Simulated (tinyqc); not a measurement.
The internal displacement: deformation potentials from a strained empirical pseudopotential.

Diamond lattice, no spin-orbit coupling. Atomic form factor V(q) = a1 (q^2 - a2)/(a3 exp(a4 q^2) - 1) in rydberg with q in 1/bohr, for the unstrained cell. Under a strain e the reciprocal vectors and k go over into (1 + e)^(-1) G, the atoms sit at +/- tau with tau = (1 + e) a (1,1,1)/8 - zeta a (eyz, ezx, exy)/4, and H(G,G') = c |k + G|^2 delta + (V(q)/det(1 + e)) cos(q.tau), q = G - G', with the term q = 0 left out; c = hbar^2/2m0. The basis is fixed before straining: all G with |k + G|^2 up to 16 (2 pi/a)^2. k is given in units of 2 pi/a of the unstrained cell.

Constants: hbar^2/2m0 = 3.80998211 eV angstrom^2; Ry = 13.60569312 eV; a0 (Bohr radius) = 0.5291772105 angstrom.

Inputs chosen for the exercise (out of a larger set: near those of Si; not measured data): a = 5.44 angstrom (lattice constant); A = (0.543, 2.217, 2.079, 0.488) (a1 (Ry bohr^2), a2 (1/bohr^2), a3, a4 (bohr^2)); h = 0.001 (size of the test strain).

Xu of L (level 5, the lowest empty one) and d from exy = eyz = ezx = h for several zeta: Xu = [E(L [111]) - E(L [1-1-1])]/((8/3) h), d = (single valence level - pair)/(3 sqrt(3) h). zeta = 0 strains the bonds with the lattice; zeta = 1 keeps all four bond lengths equal to first order.

Results:

| zeta | Xu (L) (eV) | d (eV) |
|---|---|---|
| 0.00 | 10.72 | 0.99 |
| 0.25 | 11.22 | -1.36 |
| 0.50 | 11.73 | -3.70 |
| 0.60 | 11.94 | -4.64 |
| 0.75 | 12.25 | -6.05 |
| 1.00 | 12.76 | -8.40 |

From zeta = 0 to 1, d goes from 0.99 to -8.40 eV and Xu (L) from 10.72 to 12.76 eV, both nearly linearly: the displacement is an optical-phonon mode, and d = d(0) - zeta d0/4 gives its deformation potential d0 = 38 eV. Leaving the relaxation out (zeta = 0 for 0.5) moves d by +4.69 eV, which reverses its sign, and Xu (L) by -1.01 eV. Tetragonal strain has no such freedom.

Program tinyqc; command `OMP_NUM_THREADS=1 python tinyqc.py 1880447 1880448 out.jsonl`; about 0.2 s on one thread of a shared Intel(R) Xeon(R) Processor @ 2.30GHz.
